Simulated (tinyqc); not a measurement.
Ewald sum of point charges, rock salt, strained along z by a factor 0.92, lattice, step by step. Computed by tinyqc, a small Python program that keeps every step. Command: `OMP_NUM_THREADS=1 python tinyqc.py 24525 24526 out.jsonl` (the two numbers bound the seeds that draw the settings). One thread of a shared host (Intel(R) Xeon(R) Processor @ 2.60GHz), about 0.06 s of CPU time with the checks.

## Ewald sum with eta = 0.302 1/bohr

cell vectors (rows) (bohr):
```
          1         2         3
1  0.000000  5.750000  5.290000
2  5.750000  0.000000  5.290000
3  5.750000  5.750000  0.000000
```

Charges:
```
q                f1        f2        f3
2.000000   0.000000  0.000000  0.000000
-2.000000  0.500000  0.500000  0.500000
```

Real space: 1/2 sum q_i q_j erfc(eta r)/r over all images with r > 0; reciprocal space: (2 pi/V) sum_(G != 0) exp(-G^2/4 eta^2)/G^2 |S(G)|^2 with S(G) = sum q exp(i G.r); self term -eta/sqrt(pi) sum q^2; background -pi Q^2/(2 V eta^2), Q the total charge.

Real-space shells (first ones):
```
r (bohr)   pairs  sum (hartree)
5.290000       4      -0.036089
5.750000       8      -0.039117
7.813232      16       0.003469
8.131728       8       0.001013
9.700984      16      -0.000113
10.580000      4       4.71e-06
11.500000      8       1.26e-06
12.041549     16      -7.19e-07
12.658361     16      -1.63e-07
12.857391     16      -9.93e-08
13.343965     16       2.89e-08
13.903115     32       1.33e-08
```

Reciprocal shells (first ones that count):
```
G^2 (1/bohr^2)  vectors  sum (hartree)
0.949713              8       0.179222
3.337822             16       0.000146
3.771202              8       0.000020
5.725930              8       6.13e-08
6.159311             16       3.47e-08
8.114039             16       1.24e-10
```

## The total does not depend on eta

The same sums for other eta.

Totals (hartree per cell):
```
eta            real  reciprocal       self  background        total
0.302000  -0.070832    0.179388  -1.363082    0.000000  -1.25452602
0.460000  -0.001384    0.823076  -2.076218    0.000000  -1.25452602
0.592000  -0.000018    1.417494  -2.672002    0.000000  -1.25452602
```

shortest distance = 5.290000 bohr

Madelung constant -E d / (formula units |q+ q-|) = 1.659111
